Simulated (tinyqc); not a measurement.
# Biaxially strained (001) channel, valley splitting in an inversion layer, step by step

Numbers from tinyqc (`OMP_NUM_THREADS=1 python tinyqc.py 2530140 2530141 out.jsonl`; about 0.01 s on one thread of a shared Intel Xeon 2.30GHz). Printed values are rounded.

A thin layer grown on a relaxed buffer is stretched in the plane. The two valleys with their long axis along the growth direction (D2) sink against the four in-plane ones (D4); confinement in a triangular well splits them too. Only the lowest subband of each set is kept; one relaxation time, so the weakening of intervalley scattering is left out.

Parameters, values chosen for the exercise; values close to those of silicon on relaxed silicon-germanium: temperature T = 273 K; germanium share of the relaxed buffer x = 0.06; lattice mismatch per unit x b1 = 0.0418; elastic constant c11 = 167 GPa; elastic constant c12 = 63.9 GPa; shear deformation potential Xu = 8.85 eV; longitudinal mass ml = 0.939 m0; transverse mass mt = 0.186 m0; confining field F = 1 MV/cm; inversion density Ns = 6.2e11 cm^-2.

Constants: q = 1.602176634e-19 C, kB = 1.380649e-23 J/K, hbar = 1.054571817e-34 J s, m0 = 9.1093837015e-31 kg, Vt = kB T/q, hbar^2/(2 m0) = 0.0380998212 eV nm^2. Results are converted to the units shown.

## Strain, stress and splitting

e_par = b1 x, e_perp = -2 (c12/c11) e_par, splitting D = Xu (e_par - e_perp), in-plane stress (c11 + c12 - 2 c12^2/c11) e_par.

e_par = 0.2508 %
e_perp = -0.191930 %
D = 39.1816 meV
stress = 0.456454 GPa

## Subband edges and densities of states

Levels E(m) = 2.33811 (hbar^2 q^2 F^2/(2 m))^(1/3): E2 = E(ml), E4 = E(mt) + D; N2 = 2 mt kB T/(pi hbar^2), N4 = 4 sqrt(mt ml) kB T/(pi hbar^2).

E2 = 0.173095 eV
E4 = 0.336121 eV
N2 = 3.65574e12 cm^-2
N4 = 1.64279e13 cm^-2

Of the gap E4 - E2 = 163 meV, confinement gives 124 meV.

## Iteration 1: Fermi level by Newton steps

EF at the start = 0.173 eV

f = N2 ln(1 + exp((EF - E2)/Vt)) + N4 ln(1 + exp((EF - E4)/Vt)) - Ns, f' = [N2/(1 + exp((E2 - EF)/Vt)) + N4/(1 + exp((E4 - EF)/Vt))]/Vt, EF(new) = EF - f/f'.

f = 1.92261e12 cm^-2
f' = 7.82211e13 cm^-2/eV
EF after iteration 1 = 0.148421 eV

## Iteration 2: Fermi level by Newton steps

As before.

f = 4.83681e11 cm^-2
f' = 4.05569e13 cm^-2/eV
EF after iteration 2 = 0.136495 eV

## Course of the iteration: Fermi level by Newton steps

Stop when EF changes by less than 1e-10 eV, or after 40 iterations.

Course of the iteration:
```
iteration,EF (eV),|change| (eV)
1,0.148421,0.0246
2,0.136495,0.0119
3,0.133433,3.06e-3
4,0.133255,1.78e-4
5,0.133254,5.74e-7
6,0.133254,5.93e-12
```

Converged in 6 iterations. At the end the number of correct digits about doubles with each step.

## Share of the light valleys and conductivity mass

EF = 0.133254 eV

EF solves Ns = N2 ln(1 + exp((EF - E2)/Vt)) + N4 ln(1 + exp((EF - E4)/Vt)); f2 is the share in D2, and 1/mc = f2/mt + (1 - f2)(1/mt + 1/ml)/2.

f2 = 0.995235
mc = 0.186356 m0

Without strain f2 would be 0.975 and mc 0.188 m0, so repopulation alone gains 0.81 % in mobility.
